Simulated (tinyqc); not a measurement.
Convergence with the mesh in the empty well.

In an empty well of width L and depth Vb, level k solves kw L/2 = (k - 1) pi/2 + arctan(sqrt((mw/mb)(Vb - E)/E)) with kw = sqrt(mw E/C), C = hbar^2/(2 m0). Mesh: N intervals across the well, hz = L/N, nodes at (i + 1/2) hz from an edge, mass (mw + mb)/2 on the interval that holds an interface, walls 3 L outside the edges; H_ii = C (1/m_(i-1/2) + 1/m_(i+1/2))/hz^2 + V_i, H_(i,i+1) = -C/(m_(i+1/2) hz^2). No field, no charge.

Inputs (values chosen for the exercise); material values close to those of GaN in AlGaN:

| symbol | value | unit | meaning |
|---|---|---|---|
| mw | 0.195 | m0 | mass along z in the well |
| mb | 0.251 | m0 | mass along z in the barriers |
| Vb | 0.397 | eV | barrier height |
| L | 8 | nm | well width |

Constants: q = 1.602176634e-19 C, hbar = 1.054571817e-34 J s, m0 = 9.1093837015e-31 kg, hbar^2/(2 m0) = 0.0380998212 eV nm^2. Results are converted to the units shown.

The same in every row: exact E1 (meV) = 20.932.

Result of one run:
```
N	E1 on the mesh (meV)	error (%)
64	20.897	-0.171
```

What becomes of these results when the number of intervals N is changed from 64 to 4, all else the same?

Result of the changed run:
```
N	E1 on the mesh (meV)	error (%)
4	15.668	-25.1
```

The whole series:
```
N	E1 on the mesh (meV)	error (%)
4	15.668	-25.1
8	19.033	-9.07
16	20.387	-2.60
32	20.790	-0.678
64	20.897	-0.171
128	20.923	-0.0429
```

The error goes from -25 % to -0.043 %; between N = 32 and 64 it shrinks by a factor of 4.0, the 4 of a second-order scheme.

tinyqc, about 0.2 s, one thread, Intel Xeon 2.30GHz (shared host): `OMP_NUM_THREADS=1 python tinyqc.py 2140048 2140049 out.jsonl`
